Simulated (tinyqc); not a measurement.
Model-solid line-up of a strained alloy layer on a substrate: one step. Piezoelectric polarisation. Two cases, with inputs chosen for the exercise.

Task: P_x = 2 e14 eyz and cyclic. The field along the normal n of the (110) face is -P.n/(eps eps0) in a layer between thick unstrained barriers, eps0 = 8.8541878e-12 F/m; 1 kV/cm = 1e5 V/m.

Case 1.

Values chosen (out of a larger set: A near InP, B near GaP, substrate near GaAs; not measured data): e14 = -0.082 C/m^2 (piezoelectric constant of the layer); eps = 14.2 (dielectric constant); Lw = 13 nm (thickness of the layer).

strain tensor in the cubic axes:
```
             x            y           z
x   0.00275948  -0.01047267  0.00000000
y  -0.01047267   0.00275948  0.00000000
z   0.00000000   0.00000000  0.01323215
```

Case 2.

Values chosen (out of a larger set: A near InAs, B near AlAs, substrate near InP; not measured data): e14 = -0.051 C/m^2 (piezoelectric constant of the layer); eps = 12.4 (dielectric constant); Lw = 6 nm (thickness of the layer).

strain tensor in the cubic axes:
```
             x            y            z
x  -0.00462904   0.02302530   0.00000000
y   0.02302530  -0.00462904   0.00000000
z   0.00000000   0.00000000  -0.02765434
```

Give: P; P.n; field along n; potential drop across the layer.

Result:

Case 1.

P (C/m^2): 0.000000  0.000000  0.001718

P.n = 0.000000 C/m^2
field along n = 0.0 kV/cm
potential drop across the layer = 0.0 mV

Case 2.

P (C/m^2): 0.000000  0.000000  -0.002349

P.n = 0.000000 C/m^2
field along n = 0.0 kV/cm
potential drop across the layer = 0.0 mV

P lies along [001], in the plane of the layer, so a wide layer carries no field along its normal.

Computed by tinyqc, one run a case: `OMP_NUM_THREADS=1 python tinyqc.py N N+1 out.jsonl` with N = 1050790, 1080074; one thread of a shared Intel(R) Xeon(R) Processor @ 2.30GHz, about 0.02 s a run at most.
